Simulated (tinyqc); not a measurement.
Ways to converge the cycle: SCF convergence aids in the 6-31g basis, for H4, spin multiplicity 3. Computed by the program tinyqc with PySCF. 

Geometry (angstrom):
```
atom       x       y       z
H     0.0000  0.0000  0.0000
H     0.0000  0.0000  0.8740
H     0.0000  0.0000  2.8680
H     0.0000  0.0000  3.7430
```

lowest solution found by these runs and by PySCF with stability checks = -1.936569 hartree

UHF with one setting changed at a time; a run stops when the energy changes by less than 1e-09 hartree and the error matrix is below 1e-5. The start is the Wolfsberg-Helmholz matrix. Damping d keeps d of the old density; a shift (hartree) raises the virtual levels; DIIS n extrapolates F over n matrices.

Largest element of the error matrix X^T (FDS - SDF) X:
```
iteration    plain  damping 0.3  damping 0.6  shift 0.4   DIIS 3   DIIS 8
1          1.9e-01      1.9e-01      1.9e-01    1.9e-01  1.9e-01  1.9e-01
2          4.9e-02      9.2e-02      1.4e-01    8.8e-02  4.9e-02  4.9e-02
3          1.1e-02      4.3e-02      9.5e-02    3.7e-02  5.1e-03  5.1e-03
4          4.4e-03      2.0e-02      6.6e-02    1.5e-02  3.1e-03  3.1e-03
5          3.6e-03      9.2e-03      4.6e-02    6.1e-03  3.3e-03  3.2e-03
6          4.6e-03      5.5e-03      3.2e-02    3.0e-03  7.8e-04  5.4e-04
8          1.0e-02      5.6e-03      1.5e-02    2.2e-03  1.1e-04  6.0e-05
10         1.6e-02      9.2e-03      7.5e-03    3.0e-03  4.2e-05  8.4e-07
14         3.8e-03      1.5e-02      7.7e-03    6.9e-03  3.1e-06        -
20         8.4e-04      3.1e-03      1.5e-02    1.3e-02        -        -
30         6.6e-05      5.8e-04      5.5e-03    2.0e-03        -        -
45               -      4.5e-05      1.0e-03    2.0e-04        -        -
60               -            -      2.6e-04    1.8e-05        -        -
```

How each run ends:
```
run          iterations  E (hartree)                                                        state
plain                39     -1.93657                                                 lowest found
damping 0.3          55     -1.93657                                                 lowest found
damping 0.6         >60     -1.93657  falls steadily but slowly, by a factor of about 0.91 a step
shift 0.4           >60     -1.93657  falls steadily but slowly, by a factor of about 0.85 a step
DIIS 3               15     -1.87234                                                       higher
DIIS 8               10     -1.87234                                                       higher
```

2 of 6 runs reach the lowest solution found, in 39 to 55 iterations (fastest: plain). Ending on a higher stationary point: DIIS 3, DIIS 8; a small error matrix cannot reveal that, and an occupation fixed by the start is kept by symmetry or by the shape of the basin. Not converged: damping 0.6, shift 0.4. Plain steps already contract here, so damping only slows them. DIIS minimises the error, not the energy, so it can stall or settle near a saddle, and its small system turns near-singular when few rotations are active.
